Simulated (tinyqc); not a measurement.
Admittance spectroscopy of a deep trap: one step of the calculation.

Schottky contact on an n-type layer with shallow donors Nd (all ionised) and a donor-like deep trap, neutral when filled and positive when empty; depletion approximation. Traps within lam of the depletion edge stay filled. The traps at xt = W - lam, where the level crosses the Fermi level, follow a slow signal and not a fast one. w = 2 pi f.

Problem. Admittance at the signal frequency. Emission rate en = sn vth(T) Nc(T) exp(-Et/kB T) = sn g T^2 exp(-Et/kB T), g = vth Nc/(300 K)^2, as vth goes as T^0.5 and Nc as T^1.5 (degeneracy factor 1). Inflection frequency w0 = 2 en [1 + Nt xt/(Nd W)]; C = C_HF + (C_LF - C_HF)/(1 + (w/w0)^2), G/w = (C_LF - C_HF)(w/w0)/(1 + (w/w0)^2).

Parameters, values chosen for the exercise; material values close to those of gallium arsenide: conduction-band density of states at 300 K Nc = 4.48e17 cm^-3; thermal velocity at 300 K vth = 4.5e7 cm/s; shallow donor density Nd = 3.7e15 cm^-3; depth of the trap below the conduction edge Et = 0.54 eV; capture cross-section sn = 3.3e-16 cm^2; trap density Nt = 4.8e15 cm^-3; signal frequency f = 15000 Hz; temperature T = 490 K.

Constants: q = 1.602176634e-19 C, kB = 1.380649e-23 J/K. Results are converted to the units shown.

W = 837.24259 nm
xt = 496.30413 nm
C_HF = 13.430777 nF/cm^2
C_LF = 17.441598 nF/cm^2

Give: en; w0/(2 pi); C; G/w.

Solution.

en = 49558 1/s
w0/(2 pi) = 27906 Hz
C = 16.543 nF/cm^2
G/w = 1.6726 nF/cm^2

The signal lies near the inflection, where the loss is largest.

Program tinyqc, `OMP_NUM_THREADS=1 python tinyqc.py 2050064 2050065 out.jsonl`; Intel Xeon 2.30GHz, shared host, one thread, about 0.01 s.
